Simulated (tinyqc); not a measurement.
Inside a calculation. Method: UKS/PBE in the sto-3g basis, for H4, spin multiplicity 3. This run ends on a higher stationary point, not on the lowest solution. One step of it, computed by the program tinyqc.

Problem. Iteration 1: building the Kohn-Sham matrix. J_ij = sum D_kl (ij|kl) with D = D(alpha) + D(beta); F = H + J + V_xc; E = tr D H + tr D J / 2 + E_xc + E_nn.

D(alpha) at the start, lower triangle:
```
           1H 1s      2H 1s      3H 1s     4H 1s
1H 1s   1.314476
2H 1s  -0.881640   1.170872
3H 1s  -0.064224  -0.431282   1.170872
4H 1s  -0.104808  -0.064224  -0.881640  1.314476
```

D(beta) at the start, lower triangle:
```
           1H 1s      2H 1s      3H 1s     4H 1s
1H 1s   0.596404
2H 1s  -0.575515   0.555358
3H 1s   0.575515  -0.555358   0.555358
4H 1s  -0.596404   0.575515  -0.575515  0.596404
```

core Hamiltonian H = T + V (hartree), lower triangle:
```
           1H 1s      2H 1s      3H 1s      4H 1s
1H 1s  -1.318778
2H 1s  -0.930242  -1.445768
3H 1s  -0.038991  -0.202864  -1.445768
4H 1s  -0.004860  -0.038991  -0.930242  -1.318778
```

Two-electron integrals (ij|kl) in chemists' order, unique and non-zero (hartree):
```
(11|11) 0.774606   (21|11) 0.334971   (21|21) 0.181569   (22|11) 0.495980
(22|21) 0.334971   (22|22) 0.774606   (31|11) 0.007164   (31|21) 0.004565
(31|22) 0.010231   (31|31) 0.000181   (32|11) 0.032574   (32|21) 0.022160
(32|22) 0.054172   (32|31) 0.001076   (32|32) 0.006935   (33|11) 0.178643
(33|21) 0.113153   (33|22) 0.261654   (33|31) 0.007164   (33|32) 0.054172
(33|33) 0.774606   (41|11) 0.000621   (41|21) 0.000410   (41|22) 0.000968
(41|31) 0.000019   (41|32) 0.000124   (41|33) 0.000968   (41|41) 2.25e-06
(42|11) 0.004484   (42|21) 0.002974   (42|22) 0.007164   (42|31) 0.000159
(42|32) 0.001076   (42|33) 0.010231   (42|41) 0.000019   (42|42) 0.000181
(43|11) 0.081774   (43|21) 0.050469   (43|22) 0.113153   (43|31) 0.002974
(43|32) 0.022160   (43|33) 0.334971   (43|41) 0.000410   (43|42) 0.004565
(43|43) 0.181569   (44|11) 0.135409   (44|21) 0.081774   (44|22) 0.178643
(44|31) 0.004484   (44|32) 0.032574   (44|33) 0.495980   (44|41) 0.000621
(44|42) 0.007164   (44|43) 0.334971   (44|44) 0.774606
```

nuclear repulsion = 1.87397603 hartree

V_xc(alpha) (hartree), lower triangle:
```
           1H 1s      2H 1s      3H 1s      4H 1s
1H 1s  -0.498977
2H 1s  -0.226752  -0.476461
3H 1s  -0.005963  -0.036930  -0.476461
4H 1s  -0.000606  -0.005963  -0.226752  -0.498977
```

V_xc(beta) (hartree), lower triangle:
```
           1H 1s      2H 1s      3H 1s      4H 1s
1H 1s  -0.392815
2H 1s  -0.174402  -0.372774
3H 1s  -0.004616  -0.029016  -0.372774
4H 1s  -0.000468  -0.004616  -0.174402  -0.392815
```

E_xc = sum of w rho eps_xc = -1.60619924 hartree

Give: Coulomb J; F(alpha); F(beta); total energy of this density.

Solution.

Coulomb J (hartree), lower triangle:
```
        1H 1s   2H 1s   3H 1s   4H 1s
1H 1s  1.6357
2H 1s  0.8571  1.6815
3H 1s  0.0285  0.1707  1.6815
4H 1s  0.0031  0.0285  0.8571  1.6357
```

F(alpha) (hartree), lower triangle:
```
         1H 1s    2H 1s    3H 1s    4H 1s
1H 1s  -0.1820
2H 1s  -0.2999  -0.2407
3H 1s  -0.0164  -0.0691  -0.2407
4H 1s  -0.0024  -0.0164  -0.2999  -0.1820
```

F(beta) (hartree), lower triangle:
```
         1H 1s    2H 1s    3H 1s    4H 1s
1H 1s  -0.0759
2H 1s  -0.2476  -0.1370
3H 1s  -0.0151  -0.0612  -0.1370
4H 1s  -0.0022  -0.0151  -0.2476  -0.0759
```

total energy of this density = -0.625252 hartree
